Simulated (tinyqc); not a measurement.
Voltage acceleration of oxide breakdown, four models on the same data: one step of the calculation.

Field E = V/tox in MV/cm. Models: ln(t63/1 s) = a - c X with X = E (E model), -1/E (1/E model), ln V (power law, c the exponent n) or sqrt(E).

Problem. Projection to use conditions. Project to Vu, multiply by exp[(Ea q/kB)(1/Tu - 1/Ts)] and by ks; ten years are 3.15576e8 s. The largest voltage for ten years solves the same relation for V.

Values chosen for this exercise:
```
symbol   value  unit                         meaning
tox        6.7    nm                 oxide thickness
Vu         3.3     V                     use voltage
Ts         373     K              stress temperature
Tu         378     K                 use temperature
Ea        0.74    eV               activation energy
ks      1.5e-6        factor for area and percentile
```

Constants: q = 1.602176634e-19 C, kB = 1.380649e-23 J/K. Results are converted to the units shown.

```
model           c           a
E       3.4800926   41.196133
1/E     313.49128  -25.417930
power   33.212325   69.329480
sqrt E  21.532018   74.364332
```

Give: temperature factor; lifetime; largest voltage for ten years.

Solution.

temperature factor = 0.7375

```
model   lifetime (years)  largest voltage for ten years (V)
E               9.814e-4                              1.523
1/E                 1406                              3.578
power             0.2711                              2.960
sqrt E           0.01223                              2.439
```

The lifetimes span 6.16 decades, from the E model (most cautious) to the 1/E model; the allowed voltage spans 1.52 to 3.58 V. 1 of the four models pass ten years at Vu. Lifetimes beyond a thousand years are formal extrapolations.

Range of the model: All four laws are empirical fits; none is established far below the stress range.

Numbers from tinyqc (`OMP_NUM_THREADS=1 python tinyqc.py 2070046 2070047 out.jsonl`; about 0.01 s on one thread of a shared Intel Xeon 2.30GHz).
